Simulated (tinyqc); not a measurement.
Inputs raised by 2 %, one at a time: donor or exciton in a quantum well (variational effective-mass method). Computed by tinyqc, a small Python program. Command: `OMP_NUM_THREADS=1 python tinyqc.py 3008567 3008568 out.jsonl welldonor sens`. One thread of a shared host (Intel(R) Xeon(R) Processor @ 2.30GHz), about 0.2 s of CPU time with the checks.

H = -nabla^2 - 2/|r - r_i| + V(z) in effective units; trial function psi = f(z) exp(-|r - r_i|/lambda), f the ground state of the well. Mass and screening are the same in well and barrier; l = L/a* is the width in effective units. Bands are flat: no polarisation or applied field.

Inputs (values chosen for the exercise, modelled on beta-Ga2O3):
```
quantity                              value  unit
electron mass m                       0.282   m_0
dielectric constant eps                9.85     -
well width L                            1.5    nm
donor position z_i/L from the centre      0     -
barrier height V_0                     0.13    eV
```

Centre: donor. Barriers: finite.

Constants: Ry = 13.605693123 eV; a_0 = 0.529177210903 angstrom.

Method:
- Ry* = Ry m/eps^2, a* = a_0 eps/m; l = L/a*.
- k solves k tan(k l/2) = sqrt(v - k^2), v = V_0/Ry*, 0 < k l/2 < pi/2 (bisection); f = cos(k z) inside and cos(k l/2) exp(-kappa (|z| - l/2)) outside, kappa = sqrt(v - k^2); subband energy k^2 Ry*.
- Binding E_b(lambda) = -1/lambda^2 + 4 A/(lambda B), with A = int f^2 exp(-2 s/lambda) dz, B = int f^2 exp(-2 s/lambda)(1 + 2 s/lambda) dz and s = |z - z_i|; 40 Gauss-Legendre points on each piece between the walls at z = -l/2 and l/2 and z_i, and out to 12/(kappa + 1/lambda) beyond the walls.
- Golden-section search for the maximum over lambda from 0.3 to 4, 40 steps.

Runs:
```
input moved               from       to  binding energy (meV)  radius lambda a* (nm)  binding in Ry*  subband energy (meV)
base run                     -        -                62.612                 1.7725          1.5833                87.937
electron mass m (m_0)    0.282  0.28764                63.695                 1.7404          1.5791                87.422
dielectric constant eps   9.85   10.047                60.556                 1.8032          1.5932                87.937
well width L (nm)          1.5     1.53                62.666                 1.7734          1.5847                86.904
barrier height V_0 (eV)   0.13   0.1326                62.835                 1.7706          1.5889                89.170
```

Exponents ln(y'/y) / ln(x'/x):
```
input                    binding energy  radius lambda a*  binding in Ry*  subband energy
electron mass m                   0.866            -0.923          -0.134          -0.297
dielectric constant eps          -1.686             0.869           0.314           0.000
well width L                      0.043             0.026           0.043          -0.597
barrier height V_0                0.179            -0.053           0.179           0.703
```

Among the inputs moved here: binding energy answers most in size to dielectric constant eps (exponent -1.686), next to electron mass m (+0.866). Radius lambda a* answers most in size to electron mass m (exponent -0.923), next to dielectric constant eps (+0.869). Binding in Ry* answers most in size to dielectric constant eps (exponent +0.314), next to barrier height V_0 (+0.179). Subband energy answers most in size to barrier height V_0 (exponent +0.703), next to well width L (-0.597); its exponent is below 0.0005 for dielectric constant eps.

Caution (all rows): so narrow a well has large confinement energy, where non-parabolicity and barrier penetration matter.
